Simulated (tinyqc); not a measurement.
Worked calculation: inverse iteration on a symmetric matrix. One step of it, computed by the program tinyqc.

Problem. Step 1. solve (A - shift) w = v; v' = w/|w| with its largest component positive (the first on a tie); lambda = v'^T A v'.

A, lower triangle:
```
          1         2         3
1  0.356000
2  0.250000  1.274000
3  0.584000  0.542000  4.540000
```

vector v at the start: 0.577350  0.577350  0.577350

shift = 1.090000

Give: vector after step 1; Rayleigh quotient after step 1.

Solution.

vector after step 1: 0.0609  0.9898  -0.1288

Rayleigh quotient after step 1 = 1.2075
